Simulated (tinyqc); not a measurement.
Leakage through a gate insulator: direct, Fowler-Nordheim, trap-assisted and Poole-Frenkel currents: one step, computed by the program tinyqc. Command: `OMP_NUM_THREADS=1 python tinyqc.py 3010283 3010284 out.jsonl oxideleak walk`. One thread of a shared host (Intel(R) Xeon(R) Processor @ 2.30GHz), about 0.01 s of CPU time with the checks.

Electrons enter from the cathode Fermi level at x = 0; the conduction band of the insulator lies phi_b - e F x above it, F = V/t. WKB exponents use a parabolic band with mass m.

Question. One trap at several depths. For a level a distance phi(x) below the band, the WKB exponent is 2 int kappa dx with kappa = sqrt(m phi/(hbar^2/2m_0)); for a linear barrier from phi_1 down to phi_2 = max(phi_1 - e F d, 0) it is G = (4/3) sqrt(m/(hbar^2/2m_0)) (phi_1^(3/2) - phi_2^(3/2))/(e F). A trap at depth x lies phi_t below the band. Capture: tunnel at the cathode Fermi level from 0 to x (G_in from phi_1 = phi_b), rate nu_0 exp(-G_in - E_c/k_B T) with E_c = E_a + max(phi_b - phi_t - e F x, 0), the last term being the height of the trap above the cathode Fermi level. Emission: tunnel from the trap level to the anode (G_out from phi_1 = phi_t over t - x), rate nu_0 exp(-G_out - E_a/k_B T). Re-emission to the cathode follows from detailed balance, rate_back = rate_in exp(dE/k_B T) with dE = phi_b - phi_t - e F x. Each trap passes R = rate_in rate_out/(rate_in + rate_back + rate_out) electrons per second; filling from the anode is left out. Depths: t times 0.08, 0.2, 0.32, 0.44, 0.56, 0.68, 0.8 and 0.92, rounded to 0.01 nm.

Inputs (values chosen for the exercise, with an insulator like SiO2):
```
quantity                        value  unit
thickness t                       3.6    nm
barrier phi_b                    3.11    eV
tunnelling mass m                0.39   m_0
voltage across the insulator V    1.5     V
trap depth phi_t                  2.5    eV
attempt rate nu_0               1e+13   1/s
activation of capture E_a        0.25    eV
temperature T                     400     K
```

Constants: k_B = 8.617333262e-05 eV/K; hbar^2/(2 m_0) = 3.80998212 eV angstrom^2.

Give: Rates.

Answer.

Rates:
```
x (nm)   G_in  G_out  E_c (eV)  rate in (1/s)  rate back (1/s)  rate out (1/s)    R (1/s)
0.29     3.24  28.32    0.7392      1.904e+02        2.772e+08       3.552e-03  2.439e-09
0.72     7.93  25.29    0.5600      3.179e+02        2.559e+06       7.326e-02  9.099e-06
1.15    12.46  22.05    0.3808      6.149e+02        2.737e+04       1.876e+00  4.122e-02
1.58    16.85  18.61    0.2500      3.407e+02        8.384e+01       5.885e+01  4.148e+01
2.02    21.17  14.88    0.2500      4.509e+00        5.436e-03       2.438e+03  4.501e+00
2.45    25.24  11.06    0.2500      7.770e-02        5.178e-07       1.116e+05  7.770e-02
2.88    29.13   7.06    0.2500      1.588e-03        5.850e-11       6.073e+06  1.588e-03
3.31    32.84   2.90    0.2500      3.879e-05        7.900e-15       3.903e+08  3.879e-05
```

The most effective of these traps sits at 1.58 nm, 44 % of the way; where rate back exceeds rate out, re-emission drains the trap, and elsewhere the slower forward step limits R.
